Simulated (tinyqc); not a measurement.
# Current crowding under a contact, resistor ladder against the transmission-line model: effects of single changes

A metal contact of length d and width W on a thin layer of the same width. The metal has no resistance, the sheet resistance under it equals Rsh, and current enters the layer at the front edge x = 0.

Inputs (values chosen for the exercise):
```
symbol,value,unit,meaning
Rsh,120,ohm/sq,sheet resistance of the semiconductor layer
rc,9.5e-9,ohm cm^2,specific contact resistivity
d,0.25,um,contact length
W,0.87,um,contact width
```

Each table varies one quantity; the others keep the values above.

## Effect of the contact length

Transfer length Lt = sqrt(rc/Rsh); front resistance Rc = (Rsh Lt/W) coth(d/Lt); end resistance Re = (Rsh Lt/W)/sinh(d/Lt).

Effect of the contact length:
```
d (um),d/Lt,Rc W (ohm um),rc/d (ohm um),Re/Rc
0.01,0.11239,95.400,95.000,0.99372
0.016,0.17982,60.014,59.375,0.98405
0.026,0.29221,37.573,36.538,0.95877
0.041,0.46080,24.788,23.171,0.90248
0.065,0.73054,17.127,14.615,0.78191
0.1,1.1239,13.199,9.5000,0.58792
0.17,1.9106,11.155,5.5882,0.28963
0.26,2.9221,10.739,3.6538,0.10733
0.42,4.7204,10.679,2.2619,0.017822
```

What does the table show?

Rc W falls from 95.4 to 10.7 ohm um, as d^(-0.99) between the first two rows. It levels off at sqrt(rc Rsh) = 10.7 ohm um and, among the rows, is within 5 % of that from d = 0.17 um on (Lt = 0.0890 um): metal beyond two transfer lengths lowers Rc by less than 4 %.

## Convergence with the number of cells

Cut the contact into n cells of length hc = d/n. Neighbouring cell centres are joined by a = W/(Rsh hc), each centre joins the metal (0 V) by g = W hc/rc, and I enters cell 1 through half a cell: -a v_(i-1) + b_i v_i - a v_(i+1) = I for i = 1 and 0 otherwise, b_i = g + 2 a (g + a at both ends). Rc = v_1/I + 1/(2 a). The error is against Transfer length Lt = sqrt(rc/Rsh); front resistance Rc = (Rsh Lt/W) coth(d/Lt); end resistance Re = (Rsh Lt/W)/sinh(d/Lt).

Convergence with the number of cells:
```
n,hc/Lt,Rc (ohm),error (%)
1,2.810,21.61,74.8
2,1.405,15.16,22.6
4,0.7024,13.11,6.08
8,0.3512,12.55,1.55
16,0.1756,12.41,0.390
32,0.08780,12.37,0.0976
64,0.04390,12.36,0.0244
```

What does the table show?

The exact Rc is 12.362 ohm. The error falls from 75 % to 0.024 %, by a factor of 4.0 over the last doubling: second order in the cell length.

Numbers from tinyqc (`OMP_NUM_THREADS=1 python tinyqc.py 2760074 2760075 out.jsonl`; about 0.01 s on one thread of a shared Intel Xeon 2.30GHz).
